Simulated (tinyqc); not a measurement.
Comparisons within one model: metal-induced gap states at the contact of a metal chain and a two-band chain. A value that a table varies takes the place of the one given here.

The semiconductor alternates sites A at -Eg/2 and C at +Eg/2 with hopping -t; the gap runs from -Eg/2 to Eg/2. In the gap cosh(q a) = 1 + (Eg^2/4 - E^2)/(2 t^2) and the amplitude changes by -exp(-q a) a period. The metal has site energy 0 and hopping -tm; its end site has g_m = (E - i sqrt(4 tm^2 - E^2))/(2 tm^2). Sites 1, 2, ... count into the semiconductor, with energies e1, e2 alternating. The clean half chain has g1 = 1/(E - e1 - t^2 g2), g2 = 1/(E - e2 - t^2 g1), decaying root. With the contact G11 = 1/(1/g1 - tc^2 g_m), and the density on site j is -Im G_jj/pi = |psi_j/psi_1|^2 (-Im G11/pi), per spin, with psi_2/psi_1 = -t g2, psi_3/psi_2 = -t g1.

Constants: e^2/(4 pi eps0) = 14.39964547 eV angstrom.

Values chosen for the exercise (gap and optical dielectric constant near those of SiO2; the chain itself is a model; shifted at random, so the results belong to these values and not to a real crystal):
- Eg = 9.24 eV (gap)
- t = 2.18 eV (hopping in the semiconductor)
- tm = 3.7 eV (hopping in the metal)
- tc = 1.71 eV (hopping across the contact)
- end = C (site that touches the metal)
- a = 3.1 angstrom (period (two sites); one chain for each area a^2)
- eps = 2.3 (dielectric constant)
- E = 0.46 eV (energy from mid-gap)

## Across the gap

E = f Eg. Share on C: the part of the summed density that lies on C sites, whose orbitals make the conduction edge.

Gap states:
```
f      E (eV)  xi = 1/(2q) (angstrom)  D1 (1/eV)  D2 (1/eV)  sum (1/eV)  share on C
-0.48  -4.435                    2.65     0.0005     0.0138      0.0207       0.035
-0.40  -3.696                    1.29     0.0016     0.0044      0.0067       0.269
-0.30  -2.772                    1.01     0.0028     0.0024      0.0054       0.538
-0.15  -1.386                    0.87     0.0049     0.0015      0.0066       0.761
0.00    0.000                    0.84     0.0082     0.0013      0.0097       0.864
0.15    1.386                    0.87     0.0146     0.0013      0.0164       0.917
0.30    2.772                    1.01     0.0309     0.0017      0.0341       0.949
0.40    3.696                    1.29     0.0637     0.0021      0.0725       0.968
0.48    4.435                    2.65     0.1687     0.0019      0.2473       0.989
```

What does this show, and why?

The decay length xi of the density is shortest at mid-gap, 0.84 angstrom, and grows to 2.6 near the edges. The summed density is least at f = -0.3 (0.0054) and largest at f = 0.48 (0.2473 1/eV). The share on C goes from 0.04 to 0.99 and passes one half near f = -0.314, a point that depends on which site ends the chain. The states turn from valence-like to conduction-like across the gap; the branch point, where the decay is fastest, lies at mid-gap in this symmetric chain and is the usual estimate of the neutrality level.

## Wider gaps pin less

E = 0; Eg is varied and eps follows 1 + (eps0 - 1)(Eg0/Eg), with the given Eg and eps as Eg0 and eps0. xi = 1/(2q), N = 2 (summed density)/a^2, S = 1/(1 + 4 pi e^2 N xi/eps).

Against the gap:
```
Eg (eV)    eps  xi (angstrom)  summed density (1/eV)      S  S at fixed eps
0.50     25.02          13.52                 0.3901  0.112           0.011
0.75     17.02           9.02                 0.2542  0.165           0.026
1.10     11.92           6.16                 0.1679  0.234           0.056
1.50      9.01           4.53                 0.1186  0.308           0.102
2.30      6.22           2.97                 0.0717  0.437           0.223
3.40      4.53           2.04                 0.0437  0.575           0.407
5.50      3.18           1.30                 0.0223  0.745           0.678
9.00      2.33           0.86                 0.0102  0.877           0.875
```

How do the results move?

From Eg = 0.5 to 9 eV xi falls by a factor 15.8 and the summed density by 38.4, so at fixed eps S rises from 0.01 to 0.88. The weaker screening of wide-gap solids works against this: with it S goes from 0.11 to 0.88.

## Weakening the contact bond

At the given E, tc is varied, as by a thin spacer. xi = 1/(2q), N = 2 (summed density)/a^2, S = 1/(1 + 4 pi e^2 N xi/eps) with xi and eps kept.

Against tc:
```
tc (eV)  D1 (1/eV)  summed density (1/eV)       S
0.10       0.00004                0.00004  0.9994
0.25       0.00022                0.00025  0.9965
0.50       0.00088                0.00102  0.9862
0.80       0.00223                0.00259  0.9655
1.20       0.00497                0.00577  0.9263
1.80       0.01079                0.01252  0.8527
2.50       0.01892                0.02194  0.7675
3.50       0.02807                0.03255  0.6900
```

How do the results move?

For a weak bond the density goes as tc^2 (ratio 6.25 between 0.25 and 0.1 eV, against 6.25). It is largest at tc = 3.5 eV among these rows, the end of the table; the peak may lie just before or beyond it. S is 0.999 at 0.1 eV and has its least value, 0.690, in that row.

## What each parameter does

xi = 1/(2q), summed density, and S = 1/(1 + 4 pi e^2 N xi/eps), N = 2 (summed density)/a^2. Each row changes one parameter from the base and keeps the others.

Results:
```
case            xi (angstrom)  summed density (1/eV)       S
base                    0.843                0.01138  0.8642
Eg = 10.164 eV          0.782                0.00955  0.8910
t = 2.398 eV            0.910                0.01106  0.8586
tm = 4.07 eV            0.843                0.01043  0.8742
tc = 1.881 eV           0.843                0.01356  0.8423
eps = 2.53              0.843                0.01138  0.8750
end = A                 0.843                0.00842  0.8958
```

What can be read from the table?

The largest shifts from the base row, up to three for each result and ties (the steps differ in size, so this ranks the rows, not the parameters). xi (angstrom): t +0.067, Eg -0.061; unchanged at the printed digits by tm, tc, eps and end. summed density (1/eV): end -0.00296, tc +0.00218, Eg -0.00184; unchanged at the printed digits by eps. S: end +0.0316, Eg +0.0268, tc -0.0219. The decay length belongs to the semiconductor alone; the metal and the contact set only the amplitude.

Computed by tinyqc, a small Python program: `OMP_NUM_THREADS=1 python tinyqc.py 1482854 1482855 out.jsonl` (the numbers bound the seed that draws the inputs); one thread of a shared host (Intel(R) Xeon(R) Processor @ 2.30GHz), about 0.01 s for the whole set of steps.
